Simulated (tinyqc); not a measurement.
Heisenberg spin cluster by exact diagonalisation: multiplets, susceptibility, level crossings: one step, computed by the program tinyqc.

H = J1 sum S_i.S_j over the bonds 1-2, 2-3 + J2 sum over 1-3 - g mu_B B S_z; J > 0 is antiferromagnetic.

Task: Thermal averages at zero field. Z = sum k (2S + 1) exp(-E/(k_B T)) over the table, k the number of multiplets; <S^2> likewise with the factor S (S + 1); chi T = N_A g^2 mu_B^2 <S^2>/(3 k_B) = 0.125049 g^2 <S^2> cm^3 K/mol (cgs, per mole of clusters); C = (<E^2> - <E>^2)/(k_B T)^2; entropy = ln Z + <E>/(k_B T).

Inputs (values chosen for the exercise, for a model cluster): g factor = 2.22; temperature T = 230 K.

Cluster: triangle, two J1 bonds and one J2 bond. Spin s of each site: 0.5.

Levels at B = 0:
```
E (meV)  total S  number of multiplets
-7.895       0.5                     1
2.260        1.5                     1
3.375        0.5                     1
```

Constants: k_B = 8.617333262e-05 eV/K.

Give: <S^2>; chi T; heat capacity; entropy.

Result:

<S^2> = 2.050

chi T = 1.264 cm^3 K/mol

heat capacity = 0.06540 k_B

entropy = 2.049 k_B

Free spins would give <S^2> = 2.25 and the entropy 2.079 k_B; chi T is 91 % of the free value.
